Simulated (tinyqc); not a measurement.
Inside a calculation. Method: UHF in the 3-21g basis, for H2-, spin multiplicity 2. The basis has no diffuse functions, so it cannot describe the extra electron: this is an exercise in the method, not the real anion. One step of it, computed by the program tinyqc.

Question. Iteration 1: building the Fock matrix. J_ij = sum D_kl (ij|kl) with D = D(alpha) + D(beta), K_ij = sum D_kl (ik|jl) for each spin; F = H + J - K(s); E = tr D H + tr D J / 2 - 0.5 sum_s tr D(s) K(s) + E_nn.

D(alpha) at the start, order 1H 1s, 1H 2s, 2H 1s, 2H 2s:
```
[[0.242063, 0.427888, 0.004884, -0.227124],
 [0.427888, 0.986074, -0.227124, -0.822857],
 [0.004884, -0.227124, 0.242063, 0.427888],
 [-0.227124, -0.822857, 0.427888, 0.986074]]
```

D(beta) at the start, order 1H 1s, 1H 2s, 2H 1s, 2H 2s:
```
[[0.123474, 0.100382, 0.123474, 0.100382],
 [0.100382, 0.081609, 0.100382, 0.081609],
 [0.123474, 0.100382, 0.123474, 0.100382],
 [0.100382, 0.081609, 0.100382, 0.081609]]
```

core Hamiltonian H = T + V (hartree), order 1H 1s, 1H 2s, 2H 1s, 2H 2s:
```
[[-0.717225, -0.839117, -0.448839, -0.586115],
 [-0.839117, -0.890429, -0.586115, -0.749997],
 [-0.448839, -0.586115, -0.717225, -0.839117],
 [-0.586115, -0.749997, -0.839117, -0.890429]]
```

Two-electron integrals (ij|kl) in chemists' order, unique and non-zero (hartree):
```
(11|11) 1.140145   (21|11) 0.611403   (21|21) 0.345152   (22|11) 0.626370
(22|21) 0.380329   (22|22) 0.482957   (31|11) 0.189016   (31|21) 0.109534
(31|22) 0.125373   (31|31) 0.049792   (32|11) 0.236584   (32|21) 0.145836
(32|22) 0.188968   (32|31) 0.072063   (32|32) 0.124542   (33|11) 0.538791
(33|21) 0.340634   (33|22) 0.463688   (33|31) 0.189016   (33|32) 0.359006
(33|33) 1.140145   (41|11) 0.359006   (41|21) 0.203835   (41|22) 0.226787
(41|31) 0.072063   (41|32) 0.098431   (41|33) 0.236584   (41|41) 0.124542
(42|11) 0.423876   (42|21) 0.259805   (42|22) 0.337865   (42|31) 0.099952
(42|32) 0.162973   (42|33) 0.423876   (42|41) 0.162973   (42|42) 0.261300
(43|11) 0.340634   (43|21) 0.213915   (43|22) 0.290336   (43|31) 0.109534
(43|32) 0.203835   (43|33) 0.611403   (43|41) 0.145836   (43|42) 0.259805
(43|43) 0.345152   (44|11) 0.463688   (44|21) 0.290336   (44|22) 0.399916
(44|31) 0.125373   (44|32) 0.226787   (44|33) 0.626370   (44|41) 0.188968
(44|42) 0.337865   (44|43) 0.380329   (44|44) 0.482957
```

nuclear repulsion = 0.54610651 hartree

Give: Coulomb J; exchange K(alpha); exchange K(beta); F(alpha); F(beta); total energy of this density.

Answer.

Coulomb J (hartree), order 1H 1s, 1H 2s, 2H 1s, 2H 2s:
```
[[2.053, 1.209, 0.465, 0.751],
 [1.209, 1.476, 0.751, 1.136],
 [0.465, 0.751, 2.053, 1.209],
 [0.751, 1.136, 1.209, 1.476]]
```

exchange K(alpha) (hartree), order 1H 1s, 1H 2s, 2H 1s, 2H 2s:
```
[[0.790, 0.599, 0.234, 0.365],
 [0.599, 0.554, 0.365, 0.433],
 [0.234, 0.365, 0.790, 0.599],
 [0.365, 0.433, 0.599, 0.554]]
```

exchange K(beta) (hartree), order 1H 1s, 1H 2s, 2H 1s, 2H 2s:
```
[[0.496, 0.419, 0.321, 0.363],
 [0.419, 0.409, 0.363, 0.387],
 [0.321, 0.363, 0.496, 0.419],
 [0.363, 0.387, 0.419, 0.409]]
```

F(alpha) (hartree), order 1H 1s, 1H 2s, 2H 1s, 2H 2s:
```
[[0.546, -0.229, -0.217, -0.199],
 [-0.229, 0.031, -0.199, -0.047],
 [-0.217, -0.199, 0.546, -0.229],
 [-0.199, -0.047, -0.229, 0.031]]
```

F(beta) (hartree), order 1H 1s, 1H 2s, 2H 1s, 2H 2s:
```
[[0.839, -0.049, -0.304, -0.198],
 [-0.049, 0.176, -0.198, -0.001],
 [-0.304, -0.198, 0.839, -0.049],
 [-0.198, -0.001, -0.049, 0.176]]
```

total energy of this density = -0.78073 hartree
